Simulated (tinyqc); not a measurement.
Self-consistent Fermi level with native defects, at growth and after a quench: one step, computed by the program tinyqc. Command: `OMP_NUM_THREADS=1 python tinyqc.py 3023028 3023029 out.jsonl scfermi walk`. One thread of a shared host (Intel(R) Xeon(R) Processor @ 2.30GHz), about 0.07 s of CPU time with the checks.

Energies are counted from the top of the valence band (VBM); when the gap shrinks with temperature the conduction band moves and the levels stay. D and A draw on one reservoir with opposite signs, as the two vacancies of a compound do.

Question. After the quench to T. E_g(T) = E_g - slope x max(0, T - 300 K). N_c = 2 M_c (2 pi m_e k_B T/h^2)^(3/2) and N_v = 2 (2 pi m_h k_B T/h^2)^(3/2), masses in units of m_0. n = N_c F_1/2((E_F - E_g)/k_B T), p = N_v F_1/2(-E_F/k_B T). F_1/2(eta) = (2/sqrt(pi)) int_0^infinity sqrt(x)/(1 + exp(x - eta)) dx, by the trapezoid rule in t = sqrt(x) with step 0.02 up to t = 12 (for eta < -12 by exp(eta) - exp(2 eta)/2^(3/2)). After a quench the totals of D and A stay as grown, and each is shared among its charge states with weights exp(-(E_f(q, 0) + q E_F)/k_B T). Net charge = p - n + sum q c_q; the log ratio is ln(positive charge/negative charge). E_F is the root of the log ratio, by 50 bisections between -0.5 eV and E_g + 0.5 eV.

Inputs (values chosen for the exercise, with bands modelled on 4H-SiC):
```
quantity                      value  unit
gap E_g at 300 K               3.22    eV
slope -dE_g/dT above 300 K  0.00027  eV/K
electron mass m_e             0.395   m_0
valleys M_c                       3     -
hole mass m_h                  2.07   m_0
growth temperature T_g         1510     K
temperature of use T            300     K
```

Added shallow dopant: none.

total D = 9.040263e+17 cm^-3

total A = 4.871293e+17 cm^-3

E_f(q, E_F = 0) (eV): D(+1) -0.426, D(0) 1.604, A(0) 2.886, A(-1) 3.205, A(-2) 4.825

Constants: m_0 = 9.1093837015e-31 kg; k_B = 1.380649e-23 J/K; h = 6.62607015e-34 J s; k_B = 8.617333262e-05 eV/K.

Give: E_F after the quench; n after the quench; p after the quench; Frozen defects.

Answer.

E_F after the quench = 1.666 eV

n after the quench = 1.466e-07 cm^-3

p after the quench = 7.678e-09 cm^-3

Frozen defects:
```
state  c (cm^-3)  share of its total
D(+1)  9.040e+17           1.000e+00
D(0)   6.950e+11           7.688e-07
A(0)   1.649e-06           3.385e-24
A(-1)  7.023e+16           1.442e-01
A(-2)  4.169e+17           8.558e-01
```
